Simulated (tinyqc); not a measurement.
Changing the trap density N_t: admittance spectroscopy and thermally stimulated current of one trap level in a depletion layer. Computed by tinyqc, a small Python program. Command: `OMP_NUM_THREADS=1 python tinyqc.py 3112194 3112195 out.jsonl admit sweep`. One thread of a shared host (Intel(R) Xeon(R) Processor @ 2.30GHz), about 0.01 s of CPU time with the checks.

A Schottky junction on n-type material holds one donor-like electron trap; shallow donors are fully ionised and abrupt depletion edges are assumed.

Inputs (values chosen for the exercise, modelled on n-type beta-Ga2O3):

| quantity | value | unit |
|---|---|---|
| dielectric constant eps | 10.3 | - |
| density-of-states mass m | 0.279 | m_0 |
| shallow doping N | 8.3e+15 | 1/cm^3 |
| trap depth E_t below the band | 0.53 | eV |
| capture cross section sigma | 2.1e-16 | cm^2 |
| band bending V_b | 2.2 | V |
| test frequency f | 30000 | Hz |

Constants: k_B = 1.380649e-23 J/K; m_0 = 9.1093837015e-31 kg; h = 6.62607015e-34 J s; k_B = 8.617333262e-05 eV/K; eps_0 = 8.8541878128e-12 F/m; e = 1.602176634e-19 C.

Method:
- N_c = 2 (2 pi m k_B T/h^2)^(3/2), v_th = sqrt(3 k_B T/m), emission rate e_n = sigma v_th N_c exp(-E_t/(k_B T)).
- Where the level crosses the Fermi level capture equals emission, so the trap follows the signal with the rate 2 e_n; G/omega peaks at omega = 2 e_n (the correction for large N_t/N is left out).
- Solve 2 e_n(T_p) = 2 pi f.
- With E_c - E_F = k_B T_p ln(N_c/N): lambda = sqrt(2 eps eps_0 (E_t - (E_c - E_F))/(e^2 N)); traps are empty and charged for x < x_t = w - lambda, and V_b = e (N w^2 + N_t x_t^2)/(2 eps eps_0). High frequency: C_hf = eps eps_0/w. Low frequency: C_lf = eps eps_0 (N + N_t)/(N w + N_t x_t).

One run for each value:

| trap density N_t (1/cm^3) | step (C_lf - C_hf)/C_hf | small-N_t estimate (N_t/N)(lambda/w) | depletion width w (nm) |
|---|---|---|---|
| 8.30e+13 | 0.00338 | 0.00341 | 548.13 |
| 1.80e+14 | 0.00730 | 0.00740 | 546.75 |
| 3.80e+14 | 0.01525 | 0.01571 | 543.97 |
| 8.00e+14 | 0.03144 | 0.03342 | 538.36 |
| 1.70e+15 | 0.06404 | 0.07251 | 527.25 |
| 3.70e+15 | 0.12828 | 0.16438 | 506.20 |
| 7.80e+15 | 0.23597 | 0.37034 | 473.65 |
| 1.70e+16 | 0.41505 | 0.89407 | 427.60 |

Describe and explain the trends.

Over the rows, step (C_lf - C_hf)/C_hf rises from 0.00338 to 0.415 (exponent d ln y / d ln x 0.99 between the first rows and 0.72 between the last); small-N_t estimate (N_t/N)(lambda/w) rises from 0.00341 to 0.894 (exponent d ln y / d ln x 1.0 between the first rows and 1.1 between the last); depletion width w (nm) falls from 548 to 428 (exponent d ln y / d ln x -0.0032 between the first rows and -0.13 between the last). At the low end the exponent of step (C_lf - C_hf)/C_hf is 0.99, close to 1: a dilute trap.

Caution (rows 3.70e15, 7.80e15, 1.70e16): N_t/N is not small, so the peak moves away from omega = 2 e_n.

Extremes, crossings and ranges named in words are read from the listed rows.
